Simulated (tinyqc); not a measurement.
## Electron continuity equation in a given potential, Scharfetter-Gummel discretisation: error of the current against the mesh

Steady state in one dimension: J = q mu n E + q D dn/dx with E = -dpsi/dx and D = mu Vt, dJ/dx = q (n/tau - G), fixed densities nL and nR at the ends. The potential is given, psi = U x/L, and is not changed by the electrons.

Fluxes J_i = (q D/h)(n_(i+1) P_i - n_i Q_i), d_i = (psi_(i+1) - psi_i)/Vt: Scharfetter-Gummel P = B(d), Q = B(-d), B(d) = d/(exp(d) - 1); central P = 1 - d/2, Q = 1 + d/2; upwind P = 1 + max(-d, 0), Q = 1 + max(d, 0). Balance at each inner node: J_i - J_(i-1) = q h (n_i/tau - G). The reference is Scharfetter-Gummel on 4000 intervals or more. Errors are those of J on the first interval against the reference at its midpoint; errors under 1e-6 % are printed as 0.

Values chosen for this exercise; mobility close to that of gallium arsenide at room temperature: temperature T = 300 K; electron mobility mu = 8090 cm^2/(V s); length of the region L = 1.7 um; density at x = 0 nL = 3e12 cm^-3; density at x = L nR = 5.2e13 cm^-3; lifetime tau = 1.8e-10 s; uniform generation rate G = 7.8e21 cm^-3 s^-1; potential difference psi(L) - psi(0) U = 0.73 V.

Constants: q = 1.602176634e-19 C, kB = 1.380649e-23 J/K, Vt = kB T/q. Results are converted to the units shown.

Results:
```
N,largest |d|,reference J (A/cm^2),SG error (%),central error (%),upwind error (%)
5,5.648,-16.68,0.0944,38.5,0.0207
20,1.412,-16.70,8.23e-3,1.20e-5,0.0360
40,0.7059,-16.70,2.11e-3,2.85e-6,0.0180
80,0.3530,-16.70,5.30e-4,0,9.02e-3
160,0.1765,-16.71,1.33e-4,0,4.51e-3
```

Estimate the missing row, N = 10.

Computed row:
```
N,largest |d|,reference J (A/cm^2),SG error (%),central error (%),upwind error (%)
10,2.824,-16.69,0.0302,1.52e-5,0.0698
```

With this row back in the table: From N = 80 to 160 the error shrinks by 4.0 (Scharfetter-Gummel), 2.0 (upwind); 4 marks second order and 2 first order. At N = 5 the errors are 0.094, 38 and 0.021 %. The central densities go negative for N = 5, 10, so its current there is not to be trusted, whatever its error.

Range of the model: The drift velocity mu E exceeds 1e7 cm/s somewhere, where real mobilities no longer stay constant.

Computed by the program tinyqc: `OMP_NUM_THREADS=1 python tinyqc.py 2220015 2220016 out.jsonl`, one thread of a shared Intel Xeon 2.30GHz, about 0.01 s for the whole run.
